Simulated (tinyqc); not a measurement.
Worked calculation: Jacobi rotations on a symmetric matrix. Computed by tinyqc, a small Python program that keeps every step. Settings: method = jacobi. Command: `OMP_NUM_THREADS=1 python tinyqc.py 28192 28193 out.jsonl` (the two numbers bound the seeds that draw the settings). One thread of a shared host (Intel(R) Xeon(R) Processor @ 2.60GHz), about 0.01 s of CPU time with the checks.

## Jacobi rotation 1

A, lower triangle:
```
,1,2,3
1,0.462000
2,0.324000,1.718000
3,0.070000,-0.477000,2.333000
```

Take the largest off-diagonal element A_pq; tan 2 theta = 2 A_pq / (A_qq - A_pp) with |theta| <= pi/4; A' = J^T A J with J_pp = J_qq = cos, J_pq = sin, J_qp = -sin.

p, q, theta (rad): 2.000000  3.000000  -0.499094

A', lower triangle:
```
,1,2,3
1,0.462000
2,0.317981,1.457974
3,-0.093615,0.000000,2.593026
```

## Jacobi rotation 2

As before.

p, q, theta (rad): 1.000000  2.000000  0.284136

A', lower triangle:
```
,1,2,3
1,0.369137
2,0.000000,1.550837
3,-0.089862,-0.026243,2.593026
```

## All rotations

The off-diagonal norm falls at every rotation.

Rotations:
```
step,p,q,theta,off-diagonal norm
1,2,3,-0.499094,4.69e-01
2,1,2,0.284136,1.32e-01
3,1,3,-0.040320,3.71e-02
4,2,3,-0.025052,1.50e-03
5,1,2,-0.000893,3.75e-05
6,1,3,0.000012,3.35e-08
7,2,3,-2.26e-08,3.97e-13
```

eigenvalues: 0.365511  1.550181  2.597308
